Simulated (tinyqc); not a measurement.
What each parameter does: hydrogenic donor in a hard-walled well (variational).

Trial function cos(pi z/L) exp(-r/lam), r measured from the donor at zi, walls at +/- L/2, one eps everywhere. Counted from the lowest subband, E(lam) = c/(m lam^2) - (q/eps) I0/I1, with I0 the integral of cos^2(pi z/L) exp(-2|z - zi|/lam) over the well and I1 the same with the factor (|z - zi| + lam/2); c = hbar^2/2m0, q = e^2/(4 pi eps0). The binding energy is -E at the minimum.

Constants: hbar^2/2m0 = 3.80998211 eV angstrom^2; e^2/(4 pi eps0) = 14.39964547 eV angstrom; Ry = 13.60569312 eV.

Values chosen for the exercise (near those of GaN; the results hold for these values, not for the real material):
- m = 0.192 m0 (mass)
- eps = 9.2 (dielectric constant)
- L = 44 angstrom (well width)
- zi = 19 angstrom (position of the donor from the centre)

The minimum over lam; Ry* = Ry m/eps^2.

One parameter was then changed.

Results before and after:
```
case     binding (meV)  lam (angstrom)  binding/Ry*
base             31.33            36.9        1.015
changed          36.43            34.3        0.961
```

Which of these changes was made? (a) L = 57 angstrom; (b) eps = 8.3; (c) zi = 10 angstrom; (d) m = 0.163 m0.
Answer: (b) eps = 8.3. Of the candidates, run in turn, only this one gives the changed row.

All candidates:
```
case              binding (meV)  lam (angstrom)  binding/Ry*
base                      31.33            36.9        1.015
m = 0.163 m0              29.01            41.2        1.107
eps = 8.3                 36.43            34.3        0.961
L = 57 angstrom           34.00            32.2        1.102
zi = 10 angstrom          46.98            26.1        1.522
```

tinyqc: `OMP_NUM_THREADS=1 python tinyqc.py 1251312 1251313 out.jsonl`; about 0.04 s, one thread, shared Intel(R) Xeon(R) Processor @ 2.30GHz.
